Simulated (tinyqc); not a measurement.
Heated strip on a layer stack, thermal resistances with spreading: one step of the calculation.

A long strip of width ws dissipates Pw per length on three layers over a heat sink. Heat is taken to spread at 45 degrees, so the width of the flow grows by twice the depth: w1 = ws + 2 t1, w2 = w1 + 2 t2, w3 = w2 + 2 t3 at the bottoms of the layers. This is a rule of thumb, not a solution of the heat equation.

Problem. Thermal resistances. Resistances times length: layer i, ln(w_i/w_(i-1))/(2 k_i) with w0 = ws; boundary, Rb/w1.

Inputs (values chosen for the exercise); conductivities close to those of gallium arsenide (layer 1), gallium arsenide (layer 2) and solder (layer 3):
- ws = 0.93 um (width of the heated strip)
- t1 = 0.72 um (thickness of layer 1)
- k1 = 47.7 W/(m K) (conductivity of layer 1)
- Rb = 12 m^2 K/GW (boundary resistance between layers 1 and 2)
- t2 = 200 um (thickness of layer 2)
- k2 = 48 W/(m K) (conductivity of layer 2 at 300 K)
- t3 = 30 um (thickness of layer 3)
- k3 = 56.4 W/(m K) (conductivity of layer 3)

Give: resistance times length.

Solution.

resistance times length (K mm/W): layer 1 9.806, boundary 5.063, layer 2 53.48, layer 3 1.232

The largest part, 76.9 % of the sum, is layer 2.

Numbers from tinyqc (`OMP_NUM_THREADS=1 python tinyqc.py 2520138 2520139 out.jsonl`; about 0.01 s on one thread of a shared Intel Xeon 2.30GHz).
